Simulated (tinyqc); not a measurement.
Reverse leakage of an n+-p junction: diffusion, generation, trap-assisted and band-to-band tunnelling: one step of the calculation.

One-sided abrupt junction in the depletion approximation, x from the junction (0) to W on the p side, field F = F0 (1 - x/W). Flat quasi-Fermi levels, long p side. Traps generate through SRH with both lifetimes shortened by 1 + Gamma (Hurkx enhancement, form for moderate fields); band-to-band generation is local and needs a total bending above Eg.

Problem. Generation rates across the layer. u = (Vbi + VR)(1 - x/W)^2, p = Na exp(-u/Vt), n = Nd exp((u - Vbi - VR)/Vt); G0 = ni^2 (1 - exp(-VR/Vt))/(tau (n + p + 2 ni cosh(Et/Vt))); Gamma = 2 sqrt(3 pi)(F/FG) exp((F/FG)^2); trap-assisted part G0 Gamma; G_bb = Ab F^2.5 exp(-Bb/F) with F in V/cm, zero unless Vbi + VR > Eg, and counted as zero under 1 cm^-3 s^-1. 15 equal steps.

Parameters, values chosen for the exercise; band and dielectric values those of a made-up semiconductor:
```
symbol,value,unit,meaning
T,250,K,temperature
Eg,0.533,eV,band gap
Na,1.5e17,cm^-3,acceptor density of the lighter side
Nd,1e20,cm^-3,donor density of the heavier side
tau,2e-8,s,SRH lifetime of both carriers at zero field
Et,0,eV,trap level above the intrinsic level
Ab,7.2e14,cm^-0.5 V^-2.5 s^-1,band-to-band prefactor
Bb,3.84e6,V/cm,band-to-band field constant
VR,1.6,V,reverse bias
```

Constants: q = 1.602176634e-19 C, kB = 1.380649e-23 J/K, Vt = kB T/q. Results are converted to the units shown.

ni = 2.7696285e13 cm^-3
Vbi = 0.51050105 V
W = 170.98588 nm
F0 = 246.86261 kV/cm
FG = 231.37848 kV/cm

Wanted: x; F; Gamma; G0; G0 Gamma; G_bb.

Solution.

```
point  x (nm)  F (kV/cm)    Gamma  G0 (cm^-3 s^-1)  G0 Gamma (cm^-3 s^-1)  G_bb (1e21 cm^-3 s^-1)
0        0.00     246.86   20.449        3.8354e14              7.8429e15                  3.8276
1       11.40     230.41   16.481        9.9952e19              1.6473e21                  1.0604
2       22.80     213.95   13.350        6.9237e20              9.2431e21                  0.2445
3       34.20     197.49   10.859        6.9241e20              7.5187e21                  0.0449
4       45.60     181.03   8.8605        6.9241e20              6.1351e21                  0.0062
5       57.00     164.58   7.2431        6.9241e20              5.0152e21                  0.0006
6       68.39     148.12   5.9214        6.9241e20              4.1000e21                  0.0000
7       79.79     131.66   4.8297        6.9241e20              3.3441e21                  0.0000
8       91.19     115.20   3.9171        6.9241e20              2.7122e21                  0.0000
9      102.59      98.75   3.1438        6.9212e20              2.1759e21                  0.0000
10     113.99      82.29   2.4780        6.5897e20              1.6330e21                  0.0000
11     125.39      65.83   1.8942        1.9484e20              3.6907e20                  0.0000
12     136.79      49.37   1.3712        1.2634e19              1.7324e19                  0.0000
13     148.19      32.92  0.89130        1.4561e18              1.2978e18                  0.0000
14     159.59      16.46  0.43894        3.9497e17              1.7337e17                  0.0000
15     170.99       0.00        0        2.5560e17                      0                  0.0000
```

Range of the model: The n+ side is degenerate, so Vbi from Boltzmann statistics is only a guide.

Computed by the program tinyqc: `OMP_NUM_THREADS=1 python tinyqc.py 2290105 2290106 out.jsonl`, one thread of a shared Intel Xeon 2.30GHz, about 0.01 s for the whole run.
